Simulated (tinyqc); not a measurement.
Single-oscillator infrared dielectric function of a polar cubic crystal: one step, computed by the program tinyqc. Command: `OMP_NUM_THREADS=1 python tinyqc.py 3023093 3023094 out.jsonl infrared walk`. One thread of a shared host (Intel(R) Xeon(R) Processor @ 2.30GHz), about 0.01 s of CPU time with the checks.

One ion pair, charges +Z* and -Z*, in a cell of volume Omega = a^3/4. Frequencies omega are given as wavenumbers (1/cm); eps_s is the static dielectric constant.

Question. LO frequency and static constant from the Born charge. mu = M_A M_B/(M_A + M_B); ionic plasma term W^2 = 4 pi Z*^2 (e^2/(4 pi eps_0))/(Omega mu) in eV/(angstrom^2 u), turned into 1/cm by W = 15.6333042 x 33.35640952 x sqrt(W^2); omega_LO^2 = omega_TO^2 + W^2/eps_inf; eps_s = eps_inf + W^2/omega_TO^2; Szigeti charge 3 Z*/(eps_inf + 2); longitudinal (Callen) charge Z*/eps_inf.

Inputs (values chosen for the exercise, for a model crystal): lattice constant a = 4.62 angstrom; mass M_A = 41.7 u; mass M_B = 63.7 u; omega_TO = 175 1/cm; Born charge Z* = 1.98 e; eps_inf = 8.89.

Structure: rock salt. Free carriers: absent.

Constants: nu for 1 eV/(angstrom^2 u) = 15.6333042 THz; 1 THz = 33.35640952 1/cm; e^2/(4 pi eps_0) = 14.39964548 eV angstrom.

Give: reduced mass mu; W; omega_LO; eps_s; Szigeti charge; Callen charge.

Answer.

reduced mass mu = 25.20 u

W = 557.2 1/cm

omega_LO = 256.0 1/cm

eps_s = 19.03

Szigeti charge = 0.5455 e

Callen charge = 0.2227 e

omega_LO/omega_TO = 1.463; the ions supply 53 % of eps_s, as in a strongly ionic or soft-mode crystal.
